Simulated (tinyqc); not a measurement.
What moves the results: defect-molecule model of a vacancy with Jahn-Teller distortion. A value that a table varies takes the place of the one given here.

Four dangling hybrids a, b, c, d point into the vacancy: H_ii = E0, and -gm between any two. A tetragonal distortion Q pairs a with b and c with d: those two couplings become -gm - I Q and the other four -gm + I Q/2, at an elastic cost k Q^2/2. The a1 level holds two electrons; charge states 2+, + and 0 put n = 0, 1, 2 more into the lowest level of t2 origin. Energy from the 2+ state at Q = 0, with the Fermi level mu counted from Ev: W_n(Q) = n (et - 2 I Q) + k Q^2/2 + Uc n (n - 1)/2 - n mu. et = E0 + gm is the undistorted t2 level.

Constants: kB = 8.617333262e-05 eV/K.

Values chosen for the exercise (of the size used for the vacancy in silicon; the results hold for these values, not for the real material):
- E0 = 0.08 eV (level of a dangling hybrid, from Ev)
- gm = 0.29 eV (coupling between two dangling hybrids)
- I = 1.23 eV/angstrom (Jahn-Teller coupling)
- k = 16.7 eV/angstrom^2 (force constant of the mode)
- Uc = 0.26 eV (repulsion of two electrons in one orbital)
- T = 200 K (temperature)
- mu1 = 0.02 eV (first Fermi level)

## Occupation against the Fermi level

Weights g_n exp(-W_n/kT) with W_n = n et - n^2 E_JT + Uc n (n - 1)/2 - n mu, E_JT = 2 I^2/k, degeneracies 1, 6 (spin and three axes) and 3; mu = mu1 + 0.03 j eV.

Shares:
```
mu (eV),2+,+,0,mean charge
0.02,0.9997,0.0003,0.0000,1.9997
0.05,0.9980,0.0019,0.0001,1.9979
0.08,0.9856,0.0107,0.0037,1.9819
0.11,0.8450,0.0524,0.1027,1.7423
0.14,0.1886,0.0666,0.7448,0.4437
0.17,0.0076,0.0153,0.9771,0.0305
0.20,0.0002,0.0027,0.9970,0.0032
0.23,0.0000,0.0005,0.9995,0.0005
0.26,0.0000,0.0001,0.9999,0.0001
```

What does this show, and why?

U_eff = Uc - 2 E_JT = -0.102 eV and kT = 17.2 meV. The + state reaches at most 6.66 % on these rows, at mu = 0.14 eV. It is the only paramagnetic state, so such a defect shows little spin resonance in the dark. The mean charge goes from 2.00 to 0.00.

## When U turns negative

The force constant is varied. E_JT = 2 I^2/k, E(2+/+) = et - E_JT, E(+/0) = et - 3 E_JT + Uc, U_eff = Uc - 2 E_JT.

Against k:
```
k (eV/angstrom^2),E_JT (eV),(2+/+) (eV),(+/0) (eV),U_eff (eV),Q of the neutral state (angstrom)
8,0.3782,-0.0082,-0.5047,-0.4965,0.6150
12,0.2521,0.1178,-0.1265,-0.2443,0.4100
16,0.1891,0.1809,0.0627,-0.1182,0.3075
24,0.1261,0.2439,0.2518,0.0078,0.2050
32,0.0946,0.2754,0.3463,0.0709,0.1537
48,0.0630,0.3070,0.4409,0.1339,0.1025
64,0.0473,0.3227,0.4882,0.1654,0.0769
96,0.0315,0.3385,0.5354,0.1970,0.0512
```

k at which U_eff = 0 = 23.28 eV/angstrom^2

What can be read from the table?

Levels below 0 lie in the valence band. U_eff is negative for k below 4 I^2/Uc = 23.3: 3 of the 8 rows. The gain grows as n^2, so the second electron wins 3 E_JT where the first wins E_JT. For a stiff lattice the levels tend to et = 0.370 and et + Uc = 0.630 eV. Distortions above about 0.5 angstrom (1 of the rows) are beyond a linear coupling.

## What each parameter does

E_JT = 2 I^2/k, E(2+/+) = et - E_JT, E(+/0) = et - 3 E_JT + Uc, U_eff = E(+/0) - E(2+/+); a1 level E0 - 3 gm. Each row changes one parameter from the base and keeps the others.

Results:
```
case,(2+/+) (eV),(+/0) (eV),U_eff (eV),a1 (eV)
base,0.1888,0.0864,-0.1024,-0.7900
E0 = 0.13 eV,0.2388,0.1364,-0.1024,-0.7400
gm = 0.33 eV,0.2288,0.1264,-0.1024,-0.9100
I = 1.353 eV/angstrom,0.1508,-0.0277,-0.1785,-0.7900
k = 18.37 eV/angstrom^2,0.2053,0.1359,-0.0694,-0.7900
Uc = 0.32 eV,0.1888,0.1464,-0.0424,-0.7900
```

How do the results move?

The largest shifts from the base row, up to three for each result and ties (the steps differ in size, so this ranks the rows, not the parameters). (2+/+) (eV): E0 +0.0500, gm +0.0400, I -0.0380; unchanged at the printed digits by Uc. (+/0) (eV): I -0.1141, Uc +0.0600, E0 +0.0500. U_eff (eV): I -0.0761, Uc +0.0600, k +0.0329; unchanged at the printed digits by E0 and gm. a1 (eV): gm -0.1200, E0 +0.0500; unchanged at the printed digits by I, k and Uc. E0 and gm move both levels alike, so U_eff depends on I, k and Uc alone.

tinyqc: `OMP_NUM_THREADS=1 python tinyqc.py 1481688 1481689 out.jsonl`; about 0.01 s, one thread, shared Intel(R) Xeon(R) Processor @ 2.30GHz.
